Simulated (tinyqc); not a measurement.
Complex band structure along [001] in sp3s* tight binding: one step. Complex wave vectors at one energy in the gap. Two cases, with inputs chosen for the exercise.

Question. Solve det(H0 - E + z T + T^T/z) = 0 with E = Ev + dE, as the linear problem [[0, 1], [-T^T, E - H0]] x = z [[1, 0], [0, T]] x. Roots come as z, -z, 1/z and conjugates; list those with 0 < |z| < 1 and Re z, Im z >= 0, by falling |z|. Re kz = arg(z)/(pi/2) in units of 2 pi/a, kappa = -(4/a) ln|z|.

For k = (0, 0, kz) the phase sums are g0 = cos(phi) and g3 = i sin(phi), phi = kz a/4, and the s, pz, s* orbitals of anion (a) and cation (c) decouple from px, py. With z = exp(i phi), H(z) = H0 + z T + T^T/z for any complex z. H0 is diagonal (Esa, Epa, Exa, Esc, Epc, Exc). The anion-cation block is B(z) = z U + W/z and the cation-anion block z W^T + U^T/z, where U has Vss/2 (s,s), Vsapc/2 (s,z), -Vscpa/2 (z,s), Vxx/2 (z,z), Vxapc/2 (s*,z), -Vpaxc/2 (z,s*), and W has the same values with the s-z and s*-z signs reversed. |z| = 1 is a band state, |z| < 1 decays along [001] as exp(-kappa d) over a distance d, kappa = -(4/a) ln|z|. No spin-orbit coupling.

Case 1.

Values chosen (out of a larger set: near a published set for GaAs, fitted to gaps, whose masses and valley positions are rough (light masses up to twice too heavy); not measured data): dE = 0.3 eV (E - Ev); a = 5.653 angstrom (lattice constant).

diagonal of H0 (eV): sa -8.332000, za 1.038000, s*a 8.587000, sc -2.663000, zc 3.662000, s*c 6.742000

T (eV):
```
            sa        za        s*a         sc        zc        s*c
sa    0.000000  0.000000   0.000000  -3.251000  2.257500   0.000000
za    0.000000  0.000000   0.000000  -2.898000  0.978500  -2.390500
s*a   0.000000  0.000000   0.000000   0.000000  2.430000   0.000000
sc   -3.251000  2.898000   0.000000   0.000000  0.000000   0.000000
zc   -2.257500  0.978500  -2.430000   0.000000  0.000000   0.000000
s*c   0.000000  2.390500   0.000000   0.000000  0.000000   0.000000
```

Ev = -0.006097 eV

Case 2.

Values chosen (out of a larger set: near a published set for Si, fitted to gaps, whose masses and valley positions are rough (light masses up to twice too heavy); not measured data): dE = 0.25 eV (E - Ev); a = 5.427 angstrom (lattice constant).

diagonal of H0 (eV): sa -4.211000, za 1.709000, s*a 6.693000, sc -4.211000, zc 1.709000, s*c 6.693000

T (eV):
```
            sa        za        s*a         sc        zc        s*c
sa    0.000000  0.000000   0.000000  -4.148000  2.871500   0.000000
za    0.000000  0.000000   0.000000  -2.871500  0.858000  -2.690500
s*a   0.000000  0.000000   0.000000   0.000000  2.690500   0.000000
sc   -4.148000  2.871500   0.000000   0.000000  0.000000   0.000000
zc   -2.871500  0.858000  -2.690500   0.000000  0.000000   0.000000
s*c   0.000000  2.690500   0.000000   0.000000  0.000000   0.000000
```

Ev = -0.007000 eV

Give: Decaying roots.

Answer.

Case 1.

Decaying roots:
```
Re z      Im z     |z|  Re kz (2 pi/a)  kappa (1/angstrom)
0.8957  0.0000  0.8957          0.0000              0.0779
0.1050  0.3814  0.3956          0.8290              0.6562
```

The slowest root has kappa = 0.0779 1/angstrom at Re kz = 0.000: a purely imaginary k at Gamma. The probability falls by exp(-2 kappa d), a factor 4.75 over 1 nm.

Case 2.

Decaying roots:
```
Re z      Im z     |z|  Re kz (2 pi/a)  kappa (1/angstrom)
0.8662  0.0000  0.8662          0.0000              0.1059
0.2422  0.5206  0.5742          0.7228              0.4090
```

The slowest root has kappa = 0.1059 1/angstrom at Re kz = 0.000: a purely imaginary k at Gamma. The probability falls by exp(-2 kappa d), a factor 8.31 over 1 nm.

Computed by tinyqc, one run a case: `OMP_NUM_THREADS=1 python tinyqc.py N N+1 out.jsonl` with N = 1452708, 1452837; one thread of a shared Intel(R) Xeon(R) Processor @ 2.30GHz, about 0.01 s a run at most.
